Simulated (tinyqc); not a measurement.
Heavy doping: gap narrowing, degeneracy and the minority density: sweeps and comparisons. A value that a table varies takes the place of the one given here.

F_j(eta) = (1/Gamma(j + 1)) integral_0^infinity x^j dx/(1 + exp(x - eta)), which tends to exp(eta) for eta << 0.

Empirical narrowing (Slotboom form, constants chosen for the exercise; published fits of this form give the apparent narrowing, here it is taken as the true one): dEg = E0 [ln(N/N0) + sqrt(ln(N/N0)^2 + C)].

Majority: N = Nv F_1/2(eta), eta the distance of EF beyond the majority band edge in kT. Degeneracy factor gam = F_1/2(eta)/exp(eta). ni0^2 = Nc Nv exp(-Eg/kT); product n p = ni0^2 gam exp(dEg/kT), dEg the true narrowing; apparent narrowing dEa = dEg + kT ln gam; minority density = n p/N.

Bipolar transistor with N as emitter doping: beta = K (N/NB) exp((dEa_B + dG - dEa_E)/kT), dEa_E = dEg(N) + kT ln gam, dEa_B = dEg(NB). For the sweep in T, Nv is scaled as (T/T0)^(3/2) from its value at T0 = T.

Constants: kB = 8.617333262e-05 eV/K.

Values chosen for the exercise (gap and densities of states near those of Si at this temperature; narrowing constants near the fits for Si; shifted at random, so the results belong to these values and not to a real crystal): Eg = 1.109 eV (gap); Nc = 3.47e+19 1/cm^3 (conduction-band density of states); Nv = 1.42e+19 1/cm^3 (valence-band density of states); T = 350 K; E0 = 6.21 meV (narrowing scale); N0 = 1.6e+17 1/cm^3 (onset density); C = 0.5 (smoothing constant); N = 5.1e+17 1/cm^3 (ionised acceptors, equal to the majority density); NB = 5e+17 1/cm^3 (base doping); K = 4.1 (ratio (D_B W_E)/(D_E W_B)); dG = 120 meV (extra narrowing of the base by alloying).

## Narrowing against degeneracy

N takes the values listed; the last column is N over the factor gam exp(dEg/kT), the doping that a simple model would need to give the same minority density.

Results:
```
N (1/cm^3)    eta      gam  dEg (meV)  dEa (meV)  minority (1/cm^3)  effective doping (1/cm^3)
4.0e+16     -5.87    0.999        1.1        1.0           1.37e+06                   3.87e+16
1.0e+17     -4.95    0.998        2.4        2.3           5.71e+05                   9.27e+16
4.0e+17     -3.56    0.990       12.9       12.6           2.01e+05                   2.64e+17
1.0e+18     -2.63    0.975       23.6       22.8           1.13e+05                   4.69e+17
4.0e+18     -1.17    0.906       40.5       37.5           4.58e+04                   1.16e+18
1.0e+19     -0.10    0.781       51.7       44.3           2.30e+04                   2.30e+18
4.0e+19      2.00    0.383       68.9       39.9           4.97e+03                   1.07e+19
1.0e+20      4.24    0.102       80.2       11.2                768                   6.89e+19
3.0e+20      9.15  0.00225       93.8      -90.1               8.89                   5.95e+21
```

What does this show?

dEg grows steadily to 93.8 meV, while the apparent value peaks at 44.3 meV for N = 1e+19 and falls to -90.1 meV as the Fermi level enters the band (a negative value is not met in measurements: parabolic bands with a fixed mass overstate the filling). N grows by a factor 25 from the third to the sixth row and the effective doping by 8.7.

## Current gain against temperature

Gain:
```
T (K)      beta  beta with dG = 0  without narrowing
150    4.63e+04              4.30               4.18
200    4.49e+03              4.25               4.18
250    1.11e+03              4.23               4.18
300         437              4.21               4.18
350         225              4.20               4.18
400         136              4.20               4.18
450        92.6              4.19               4.18
```

dEa_B + dG - dEa_E at T0 = 120.2 meV

What does this show, and why?

beta is 4.63e+04 at 150 K and 92.6 at 450 K, since the net exponent is positive: the gap is narrower in the base. At 300 K narrowing and degeneracy change the gain by a factor 1.01 and alloying the base by 104.

## What moves the minority density and the gain

All results formed anew. Each row changes one parameter from the base and keeps the others.

Results:
```
case                  dEg (meV)  dEa (meV)  minority (1/cm^3)  beta
base                      15.63      15.25           1.72e+05   225
N = 1.02e+18 1/cm^3       23.82      23.05           1.11e+05   347
E0 = 7.452 meV            18.76      18.37           1.91e+05   224
N0 = 3.2e+17 1/cm^3        8.15       7.77           1.34e+05   225
Eg = 1.129 eV             15.63      15.25           8.87e+04   225
Nv = 1.85e+19 1/cm^3      15.63      15.34           2.25e+05   224
NB = 1e+18 1/cm^3         15.63      15.25           1.72e+05   147
```

How do the results move?

The largest shifts from the base row, up to three for each result and ties (the steps differ in size, so this ranks the rows, not the parameters). dEg (meV): N +8.18, N0 -7.48, E0 +3.13; unchanged at the printed digits by Eg, Nv and NB. dEa (meV): N +7.80, N0 -7.48, E0 +3.13; unchanged at the printed digits by Eg and NB. minority (1/cm^3): Eg -8.34e+04, N -6.06e+04, Nv +5.28e+04; unchanged at the printed digits by NB. beta: N +122, NB -77.4, Nv -0.662; unchanged at the printed digits by N0 and Eg.

Computed by tinyqc, a small Python program: `OMP_NUM_THREADS=1 python tinyqc.py 1652258 1652259 out.jsonl` (the numbers bound the seed that draws the inputs); one thread of a shared host (Intel(R) Xeon(R) Processor @ 2.30GHz), about 0.01 s for the whole set of steps.
